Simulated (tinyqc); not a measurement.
Stress in a transistor channel from embedded alloy regions, liners and fins, by half-space elasticity: one step, computed by the program tinyqc.

Plane strain in an isotropic half-space, the same constants everywhere; x along the channel from its centre, y downwards from the free surface; stress is positive in tension.

Task: Mobility change, linear estimate. d mu/mu = -(pi_L s_xx + pi_z s_yy) for the embedded regions alone; the stress across the width is left out.

Inputs (values chosen for the exercise, modelled on silicon): longitudinal piezoresistance coefficient = 74.4 1e-11/Pa; vertical piezoresistance coefficient = -1 1e-11/Pa.

Stressor: Si(1-x)Ge(x) source and drain.

s_xx = -409.6687 MPa

s_yy = -5.400643 MPa

Give: mobility change.

Result:

mobility change = 30.47 %

The vertical stress supplies -0.0054 of these points.
